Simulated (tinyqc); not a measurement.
Inside a calculation. Model: Hall effect and magnetoresistance of several carrier groups with constant relaxation times. Computed by tinyqc, a small Python program that keeps every step. Command: `OMP_NUM_THREADS=1 python tinyqc.py 3006616 3006617 out.jsonl hall2 walk`. One thread of a shared host (Intel(R) Xeon(R) Processor @ 2.30GHz), about 0.01 s of CPU time with the checks. Intermediate numbers are printed to about 6 digits and carried at full precision; extremes and crossings named in words are read from the listed rows.

Group 1 has charge -e and group 2 charge -e; s_i is that sign. B lies along z; mu B is formed with mu in m^2/(V s).

Inputs (values chosen for the exercise, for a model conductor): density n1 = 5.7e+17 1/cm^3; mobility mu1 = 190000 cm^2/(V s); density n2 = 2.3e+18 1/cm^3; mobility mu2 = 5400 cm^2/(V s); magnetic field B = 1.4 T.

Carriers: two electron groups. Densities: per volume.

Constants: e = 1.602176634e-19 C.

## Conductivity of each group

sigma_xx = sum n_i e mu_i/(1 + mu_i^2 B^2); sigma_xy = sum s_i n_i e mu_i^2 B/(1 + mu_i^2 B^2).

Parts (S/cm):
```
group     mu B  sigma_xx  sigma_xy
group 1   26.6   24.4885  -651.394
group 2  0.756   1266.22  -957.259
```

sigma_xx = 1290.70 S/cm

sigma_xy = -1608.65 S/cm

sigma at B = 0 = 19341.5 S/cm

## Resistivity, Hall coefficient and magnetoresistance

rho_xx = sigma_xx/(sigma_xx^2 + sigma_xy^2); Hall coefficient R_H = sigma_xy/(B (sigma_xx^2 + sigma_xy^2)), with B in V s/cm^2 (1 T = 1e-4 V s/cm^2); magnetoresistance MR = rho_xx(B)/rho_xx(0) - 1. Apparent density 1/(e |R_H|); Hall mobility |R_H|/rho_xx.

rho_xx = 3.03432e-04 ohm cm

Hall coefficient R_H = -2.70128 cm^3/C

magnetoresistance MR = 486.883 %

apparent density = 2.31058e+18 1/cm^3

Hall mobility = 8902.41 cm^2/(V s)

A one-carrier reading would report electrons of density 2.31e18, against n1 = 5.7e17 and n2 = 2.3e18.

## Limits of weak and strong field

Weak field: R_H(0) = sum s_i n_i mu_i^2/(e (sum n_i mu_i)^2); MR = c B^2 with c = n1 n2 mu1 mu2 (s1 mu1 - s2 mu2)^2/(n1 mu1 + n2 mu2)^2. Strong field: R_H = 1/(e sum s_i n_i); rho_xx saturates at (n1/mu1 + n2/mu2)/(e (sum s_i n_i)^2).

R_H at weak field = -8.84151 cm^3/C

coefficient c = 31.4525 1/T^2

R_H at strong field = -2.17474 cm^3/C

saturation MR = 528.634 %

R_H keeps its sign, and its size changes by a factor 0.246 from weak to strong field. Caution: mu B is well above 1, where Landau quantisation, left out here, shows at low temperature.

## Field dependence

rho_xx = sigma_xx/(sigma_xx^2 + sigma_xy^2); Hall coefficient R_H = sigma_xy/(B (sigma_xx^2 + sigma_xy^2)), with B in V s/cm^2 (1 T = 1e-4 V s/cm^2); magnetoresistance MR = rho_xx(B)/rho_xx(0) - 1.

Against the field:
```
B (T)         mu1 B  rho_xx (ohm cm)  R_H (cm^3/C)       MR (%)
0.0026  4.94000e-02      5.17134e-05      -8.84124  2.12610e-02
0.0079  1.50100e-01      5.18038e-05      -8.83904  1.96222e-01
0.021   3.99000e-01      5.24176e-05      -8.82406  1.38342e+00
0.053   1.00700e+00      5.61952e-05      -8.73192  8.68977e+00
0.13    2.47000e+00      7.66737e-05      -8.23241  4.82983e+01
0.32    6.08000e+00      1.55178e-04      -6.31751  2.00138e+02
0.79    1.50100e+01      2.67030e-04      -3.58922  4.16475e+02
2.1     3.99000e+01      3.14984e-04      -2.41950  5.09226e+02
6.3     1.19700e+02      3.23866e-04      -2.20285  5.26405e+02
```

MR starts as B^2.00 and ends as B^0.03; it saturates at 529 %. One group alone would show no magnetoresistance in this model. The rows with mu1 B well above 1 show the semiclassical limit; Landau quantisation is left out.

## Back from four measured limits to the two groups

With z_i = s_i mu_i and w_i = s_i n_i the moments M_k = w1 z1^k + w2 z2^k are M_(-1) = (1 + MR_sat) M_0^2/M_1, M_0 = 1/(e R_strong), M_1 = sigma(0)/e, M_2 = R_weak sigma(0)^2/e. The z_i are the roots of z^2 + p z + q with M_2 + p M_1 + q M_0 = 0 and M_1 + p M_0 + q M_(-1) = 0; then w follows from M_0 and M_1. Group 1 is the faster.

p and q: [195400, 1.02600e+09]

signed mobilities s_i mu_i (cm^2/(V s)): [-190000, -5400.00]

densities (1/cm^3): [5.70e+17, 2.30e+18]

Checks made by the program: weak-field formulas against the tensor at mu1 B = 1e-3 (relative difference 2e-08); recovered mobilities and densities against the inputs (relative difference below 1e-10).
